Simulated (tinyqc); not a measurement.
Worked calculation: optical gain and spontaneous emission in a bulk direct-gap semiconductor. Values are carried at full precision from step to step, so a last printed digit may differ when a step is redone from the rounded ones.

F_j(eta) = (1/Gamma(j + 1)) integral_0^infinity x^j dx/(1 + exp(x - eta)), which tends to exp(eta) for eta << 0.

Quasi-Fermi levels: n = Nc F_1/2(Fc/kT) and p = Nv F_1/2(Fv/kT), Fc counted up from the conduction edge and Fv down from the valence edge; Nc, Nv from N = 2 (m kB T/(4 pi c))^(3/2) with c = hbar^2/2m0, in 1/angstrom^3; times 1e24 for 1/cm^3, with me and (mhh^(3/2) + mlh^(3/2))^(2/3).

Constants: hbar^2/2m0 = 3.80998211 eV angstrom^2; kB = 8.617333262e-05 eV/K; fine-structure constant alpha = 0.007297352564; hbar = 6.58211957e-16 eV s; hbar c = 1973.269805 eV angstrom.

Values chosen for the exercise (near those of GaAs; not measured data):
- me = 0.0697 m0 (electron mass)
- mhh = 0.501 m0 (heavy-hole mass)
- mlh = 0.0827 m0 (light-hole mass)
- n = 3.4e+18 1/cm^3 (injected density, n = p)
- T = 300 K
- Eg = 1.466 eV (direct gap)
- Ep = 26.2 eV (Kane energy)
- nr = 3.66 (refractive index)
- E = 1.548 eV (photon energy)

## Quasi-Fermi levels

Solve for Fc and Fv.

kT = 0.025852 eV
Nc = 4.618e+17 1/cm^3
Nv = 9.496e+18 1/cm^3
Fc = 0.1132 eV
Fv = -0.0233 eV
Fc + Fv = 0.0899 eV

The separation of the quasi-Fermi levels exceeds the gap, so photons between Eg and Eg + (Fc + Fv) see gain. The quasi-Fermi level of the electrons lies inside the band, that of the holes in the gap.

## Absorption of the empty crystal

Parabolic bands, vertical transitions, no excitons. For each hole band j: mr = me mj/(me + mj); joint density of states J_j(E) = (mr/c)^(3/2) sqrt(E - Eg)/(2 pi^2), both spins, c = hbar^2/2m0; averaged matrix element |e.p|^2 = m0 Ep/6; alpha_j(E) = 4 pi^2 alpha_f c Ep J_j/(3 nr E) in 1/angstrom (alpha_f the fine-structure constant, listed as alpha among the constants), times 1e8 for 1/cm.

Evaluate at E for heavy and light holes.

mr, J and alpha of each hole band:
```
hole   mr (m0)  J (1/(eV angstrom^3))  alpha (1/cm)
heavy  0.06119              2.952e-05        4995.3
light  0.03782              1.435e-05        2427.7
```

The heavy-hole band gives 67 % of the total, 7423 1/cm.

## Occupations and gain at E

For band j the electron sits at Ee = (E - Eg) mr/me above its edge and the hole at Eh = (E - Eg) mr/mj; fe = 1/(1 + exp((Ee - Fc)/kT)), fh = 1/(1 + exp((Eh - Fv)/kT)); gain g = sum_j alpha_j (fe + fh - 1).

Use mr and alpha from the table.

Energies, occupations and gain of each hole band:
```
hole   Ee (eV)  Eh (eV)     fe     fh  g (1/cm)
heavy   0.0720   0.0100  0.831  0.216       237
light   0.0445   0.0375  0.935  0.087        52
```

total gain = 289 1/cm

E - Eg = 0.0820 eV is below Fc + Fv = 0.0899 eV, so both bands give gain (Bernard-Duraffourg).

## Spontaneous emission

Spontaneous rate: R = integral of (nr E/(hbar c))^2/(pi^2 hbar) sum_j alpha_j fe fh dE, with alpha in 1/cm and (nr E/(hbar c))^2 in 1/cm^2 (1e16 per 1/angstrom^2); B = R/(n p); lifetime n/R.

Integrate over photon energy.

R = 1.92e+27 1/(cm^3 s)
B = 1.66e-10 cm^3/s
radiative lifetime = 1.77 ns

## Checks

- B at n = 1e13 1/cm^3 against the van Roosbroeck-Shockley value from alpha and ni^2 (cm^3/s): both 2.69e-10.

Program tinyqc; command `OMP_NUM_THREADS=1 python tinyqc.py 1650147 1650148 out.jsonl`; about 0.08 s on one thread of a shared Intel(R) Xeon(R) Processor @ 2.30GHz.
